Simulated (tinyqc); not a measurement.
Worked calculation: finite-size error of a charged defect in a periodic cell: Madelung and Makov-Payne terms. Computed by tinyqc, a small Python program that keeps every step. Command: `OMP_NUM_THREADS=1 python tinyqc.py 3009099 3009100 out.jsonl imagecharge walk`. One thread of a shared host (Intel(R) Xeon(R) Processor @ 2.30GHz), about 0.02 s of CPU time with the checks. Intermediate numbers are printed to about 5 digits and carried at full precision; extremes and crossings named in words are read from the listed rows.

L is the cube root of the cell volume. The defect charge is a Gaussian, rho(r) = q (2 pi sigma^2)^(-3/2) exp(-r^2/2 sigma^2), repeated periodically in a uniform neutralising background and screened by a continuum. The model cell energy is E(L) = E_0 + [periodic - isolated electrostatic energy].

Inputs (values chosen for the exercise, for a model host):
```
quantity,value,unit
charge q,2,e
cell length L,10.5,angstrom
dielectric constant eps,13.4,-
width sigma of the defect charge,1.3,angstrom
formation energy of the isolated defect E_0,2.129,eV
```

Supercell lattice: sc. Screening: isotropic.

scatter added to the six cells, standing for numerical noise (meV): [-2.2, 0.53, 0.37, 2.3, 2.7, -3.3]

Constants: e^2/(4 pi eps_0) = 14.39964548 eV angstrom.

## The cell

Cell vectors: (1,0,0), (0,1,0), (0,0,1), scaled to volume L^3.

cell vectors (rows) (angstrom):
```
,1,2,3
1,10.5,0.0,0.0
2,0.0,10.5,0.0
3,0.0,0.0,10.5
```

nearest image = 10.5 angstrom

## Madelung energy

Ewald sum for a unit point charge: scale each Cartesian component of the cell by 1/sqrt(eps_i), giving R', G' and V'; E = [ (1/2) sum erfc(eta R')/R' + (2 pi/V') sum exp(-G'^2/4 eta^2)/G'^2 - eta/sqrt(pi) - pi/(2 V' eta^2) ] e^2/(4 pi eps_0) / sqrt(eps_x eps_y eps_z), over n_i = -6..6, omitting n = (0,0,0), eta = 2/V'^(1/3). alpha = -2 E eps_g L/(e^2/(4 pi eps_0)), eps_g = (eps_x eps_y eps_z)^(1/3).

terms for a unit charge (eV): real space 0.00146, reciprocal 0.00902, self -0.11548, background -0.04019

Madelung constant alpha = 2.8373

point-charge correction -q^2 E = 0.58075 eV

## Energy of the smeared charge in the cell

Periodic energy of the Gaussian: (2 pi q^2/V) sum_(G != 0) exp(-sigma^2 G^2)/(G.eps.G) x e^2/(4 pi eps_0), n_i = -k..k with k = max(9, L/sigma rounded up). Isolated energy: q^2/(2 sqrt(pi) sigma) <1/(n.eps.n)> e^2/(4 pi eps_0), the mean over directions n, here 1/eps.

periodic energy = 0.39141 eV

isolated energy = 0.93274 eV

finite-size error = -0.54133 eV

E(L) = 1.5877 eV

## Makov-Payne correction

Second radial moment Q = q <r^2> = 3 q sigma^2; E(corrected) = E(L) + q^2 alpha e^2/(4 pi eps_0)/(2 eps L) - 2 pi q Q e^2/(4 pi eps_0)/(3 eps L^3). Errors left are the corrected energies less E_0.

Q = 10.14 e angstrom^2

third-order term = -0.039428 eV

error left after the first term = 0.039428 eV

error left after both terms = 0 eV

third-order over first-order term, in size = 0.067891

The point-charge term alone overcorrects by 0.0394 eV, 7 % of itself; both terms together are exact to 1e-7 eV, since the clouds do not overlap.

## A series of cells

Cells of the same shape with L scaled by 0.7, 0.85, 1, 1.25, 1.5 and 2; the scatter is added to E(L). The point-charge correction scales as 1/L from its value at the input L.

Scaling data:
```
L (angstrom),1/L (1/angstrom),E(L) (eV),E(L) + point-charge correction (eV)
7.350,0.13605,1.4120,2.2416
8.925,0.11204,1.5105,2.1937
10.500,0.09524,1.5880,2.1688
13.125,0.07619,1.6869,2.1515
15.750,0.06349,1.7562,2.1434
21.000,0.04762,1.8403,2.1306
```

## Ways to reach the isolated limit

Least-squares fits of E(L) to a + b/L, a + c/L^3 or a + b/L + c/L^3; the estimate is a, and errors are against E_0.

Estimates of E_0:
```
way,estimate (eV),error (meV)
"largest cell, uncorrected",1.8403,-288.75
"largest cell, point-charge term",2.1306,1.63
"1/L fit, three smallest",1.9955,-133.50
"1/L fit, all six",2.0640,-65.01
"1/L^3 fit, all six",1.7875,-341.48
"1/L and 1/L^3, three smallest",2.1083,-20.69
"1/L and 1/L^3, all six",2.1189,-10.11
"corrected data, 1/L^3 fit",2.1299,0.88
```

coefficient b of the full fit = -5.9021 eV angstrom

Best here: corrected data, 1/L^3 fit (+0.9 meV); worst: 1/L^3 fit, all six (-341 meV). The fitted b is 96.8 % of the Madelung value -q^2 alpha e^2/(8 pi eps_0 eps_g), so such a fit also measures the screening. A pure 1/L fit lands below E_0, because the positive 1/L^3 term flattens the small-cell points.

Checks made by the program: the same sum with another eta (relative difference below 1e-10); both terms against the exact model when the clouds do not overlap (relative difference below 1e-10).
